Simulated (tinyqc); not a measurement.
## Tunnelling through a two-layer gate stack, WKB transmission and Tsu-Esaki current: effect of the thickness t2 at fixed voltage

Electrons leave the emitter at x = 0. Energies E (motion across the layers) are in eV from the emitter Fermi level; the collector Fermi level lies at -V and offers states at every E. No charge in the dielectric and no image force: F1 = V/(t1 + t2 eps1/eps2), F2 = F1 eps1/eps2; U = phi1 - F1 x in layer 1 and phi2 - F1 t1 - F2 (x - t1) in layer 2. With C = hbar^2/(2 m0), kappa = sqrt(m (U - E)/C) where U > E and 0 elsewhere; T(E) = exp(-S), S = 2 times the integral of kappa over x.

Each layer adds (2/F) sqrt(m/C) [G(u at its left edge) - G(u at its right edge)] to S, with u = U - E (0 where negative) and G(u) = (2/3) u^1.5. J = J0 times the integral of T(E) N(E) dE, N = ln[(1 + exp(-E/Vt))/(1 + exp((-E - V)/Vt))], J0 = q^2 me m0 kB T/(2 pi^2 hbar^3) (times 1e-4 for A/cm^2 per eV), from E = -Ef to far above the barrier (T = 1 there), by quadrature converged to the digits shown.

Inputs (values chosen for the exercise); layer 1 close to aluminium oxide, layer 2 close to hafnium oxide:
- T = 350 K (temperature)
- Ef = 0.27 eV (Fermi energy of the emitter above its band bottom)
- me = 0.67 m0 (emitter mass in the supply function)
- phi1 = 2.56 eV (barrier of layer 1 above the emitter Fermi level at zero bias)
- m1 = 0.41 m0 (tunnelling mass of layer 1)
- t1 = 0.8 nm (thickness of layer 1)
- eps1 = 8.78 (relative permittivity of layer 1)
- phi2 = 1.45 eV (barrier of layer 2 at zero bias)
- m2 = 0.19 m0 (tunnelling mass of layer 2)
- eps2 = 21.9 (relative permittivity of layer 2)
- V = 1.3 V (voltage across the dielectric)

Constants: q = 1.602176634e-19 C, kB = 1.380649e-23 J/K, hbar = 1.054571817e-34 J s, m0 = 9.1093837015e-31 kg, Vt = kB T/q, hbar^2/(2 m0) = 0.0380998212 eV nm^2. Results are converted to the units shown.

Result of one run:

| t2 (nm) | S at E = 0 | T(E = 0) | J (A/cm^2) | mean E of the current (eV) |
|---|---|---|---|---|
| 3.27 | 18.58 | 8.563e-9 | 0.7473 | -0.09188 |

What becomes of these results when the thickness of layer 2 t2 is changed from 3.27 to 2.94 nm, all else the same?

Result of the changed run:

| t2 (nm) | S at E = 0 | T(E = 0) | J (A/cm^2) | mean E of the current (eV) |
|---|---|---|---|---|
| 2.94 | 17.34 | 2.944e-8 | 2.793 | -0.1002 |

The whole series:

| t2 (nm) | S at E = 0 | T(E = 0) | J (A/cm^2) | mean E of the current (eV) |
|---|---|---|---|---|
| 1.3 | 11.35 | 1.178e-5 | 1896 | -0.1364 |
| 1.63 | 12.52 | 3.635e-6 | 518.0 | -0.1297 |
| 1.96 | 13.72 | 1.100e-6 | 139.9 | -0.1227 |
| 2.29 | 14.93 | 3.282e-7 | 37.54 | -0.1155 |
| 2.61 | 16.11 | 1.006e-7 | 10.45 | -0.1082 |
| 2.94 | 17.34 | 2.944e-8 | 2.793 | -0.1002 |
| 3.27 | 18.58 | 8.563e-9 | 0.7473 | -0.09188 |
| 3.6 | 19.82 | 2.478e-9 | 0.2005 | -0.08299 |

J falls from 1900 to 0.201 A/cm^2: 1.71 decades a nanometre between the first two rows and 1.73 between the last two. The exponent S alone gives dS/dt/ln 10 = 1.55 and 1.63.

Numbers from tinyqc (`OMP_NUM_THREADS=1 python tinyqc.py 2540002 2540003 out.jsonl`; about 0.04 s on one thread of a shared Intel Xeon 2.30GHz).
